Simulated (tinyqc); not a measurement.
Worked calculation: plane-wave Kohn-Sham cycle with exchange-only LDA in a layered model solid. One step of it, computed by the program tinyqc.

Question. Iteration 1: levels at that k. Diagonalise the Hermitian matrix.

H (hartree), order -2, -1, +0, +1, +2:
```
[[0.156253, -0.265000, 0.000000, 0.000000, 0.000000],
 [-0.265000, -0.141595, -0.265000, 0.000000, 0.000000],
 [0.000000, -0.265000, -0.222826, -0.265000, 0.000000],
 [0.000000, 0.000000, -0.265000, -0.087441, -0.265000],
 [0.000000, 0.000000, 0.000000, -0.265000, 0.264561]]
```

Give: eigenvalues.

Answer.

eigenvalues (hartree): [-0.5891, -0.2639, 0.0346, 0.3402, 0.4472]
